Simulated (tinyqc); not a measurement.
Where a fixed hold relaxes most: thermal stress and diffusional relaxation in a metal film: Coble and Nabarro-Herring creep, cooling and holds. Computed by tinyqc, a small Python program. Command: `OMP_NUM_THREADS=1 python tinyqc.py 3006385 3006386 out.jsonl creep walk`. One thread of a shared host (Intel(R) Xeon(R) Processor @ 2.30GHz), about 0.04 s of CPU time with the checks.

A thin film on a rigid substrate is stress-free at T0. Tension is positive and the film creeps linearly: d sigma/dt = -M (mismatch) dT/dt - sigma/tau.

Inputs (values chosen for the exercise, modelled on aluminium films on silicon):
```
quantity,value,unit
biaxial modulus M,112,GPa
expansion mismatch,19.6,1e-6/K
atomic volume Omega,16.6,angstrom^3
lattice prefactor D0,0.00019,m^2/s
lattice energy E,1.47,eV
boundary prefactor (delta D_b)0,5.1e-14,m^3/s
boundary energy E_b,0.902,eV
grain size d,0.57,um
stress-free temperature T0,350,C
hold temperature T,160,C
hold time t,0.01,h
yield stress,330,MPa
```

Constants: k_B = 1.380649e-23 J/K; k_B = 8.617333262e-05 eV/K.

Method:
- Thermoelastic slope = M x mismatch; sigma_0 = slope x (T0 - T).
- Creep rate per stress: Nabarro-Herring 14 D Omega/(k_B T d^2), Coble (14 pi) delta D_b Omega/(k_B T d^3), with D = D0 exp(-E/(k_B T)), delta D_b = (delta D_b)0 exp(-E_b/(k_B T)); 1/tau = M x (sum of both)/2 (biaxial strain rate is half the uniaxial one).
- Temperatures in kelvin are T(C) + 273.15.
- For each hold temperature: sigma_0 = slope (T0 - T), relaxed stress sigma_0 (1 - exp(-t/tau)), initial rate sigma_0/tau. In confined lines the relaxed part appears as void volume.

thermoelastic slope = 2.1952 MPa/K

Holds:
```
T (C),sigma_0 (MPa),tau (h),relaxed (MPa),initial rate (MPa/h)
25,713.440,1.7933e+02,3.9783e-02,3.9784e+00
65,625.632,3.1971e+00,1.9538e+00,1.9569e+02
105,537.824,1.3530e-01,3.8318e+01,3.9752e+03
145,450.016,1.0592e-02,2.7495e+02,4.2488e+04
185,362.208,1.3042e-03,3.6204e+02,2.7772e+05
225,274.400,2.2627e-04,2.7440e+02,1.2127e+06
265,186.592,5.1168e-05,1.8659e+02,3.6467e+06
305,98.784,1.4251e-05,9.8784e+01,6.9319e+06
345,10.976,4.6833e-06,1.0976e+01,2.3437e+06
```

What follows from these numbers?

The relaxed stress peaks at 185 C among these rows: colder holds have more stress but slower diffusion, hotter ones faster diffusion but less stress. The initial rate peaks about k_B T^2/E_b = 37 K below T0 when boundaries dominate; its largest row is 305 C. Caution: the elastic stress exceeds the yield stress, so dislocation glide would cap it first. Caution: dislocation glide would cap stresses above the yield stress; capping layers can block the surface and boundary paths, and threshold stresses are ignored.

Extremes, crossings and ranges named in words are read from the listed rows.
